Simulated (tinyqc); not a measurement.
Thermal and gravitational stress in a wafer during furnace and rapid thermal processing, and the onset of slip: one step, computed by the program tinyqc. Command: `OMP_NUM_THREADS=1 python tinyqc.py 3028672 3028673 out.jsonl slip walk`. One thread of a shared host (Intel(R) Xeon(R) Processor @ 2.30GHz), about 0.01 s of CPU time with the checks.

A thin free disc in plane stress, isotropic; T(r) = T_centre + dT (r/R)^n with n = 2. Stress is positive in tension; sigma_SB = 5.670374419e-8 W/(m^2 K^4), g = 9.80665 m/s^2.

Problem. Resolved stress round the edge. At the edge the stress is uniaxial along the tangent d = (cos phi, sin phi, 0) of a (001) wafer; the Schmid factor is the largest |(d.n)(d.b)| over the twelve {111}<110> systems.

Inputs (values chosen for the exercise, modelled on silicon): edge less centre temperature dT = 13 K.

Temperature profile: parabolic.

hoop stress at the edge = -3.7856 MPa

Give: Schmid factor and resolved stress at phi = 0, 7.5, 15, 22.5, 30, 37.5 and 45 degrees from [100].

Solution.

Schmid factor and resolved stress at phi = 0, 7.5, 15, 22.5, 30, 37.5 and 45 degrees from [100]:
```
phi from [100] (degrees)  Schmid factor  resolved stress (MPa)
0.0                              0.4082                  1.545
7.5                              0.4541                  1.719
15.0                             0.4830                  1.828
22.5                             0.4928                  1.866
30.0                             0.4830                  1.828
37.5                             0.4541                  1.719
45.0                             0.4082                  1.545
```

The factor is 1/sqrt(6) = 0.408 along <100> and <110> and peaks at 0.4928 at 22.5 degrees, so slip, if any, starts at eight places between these directions.
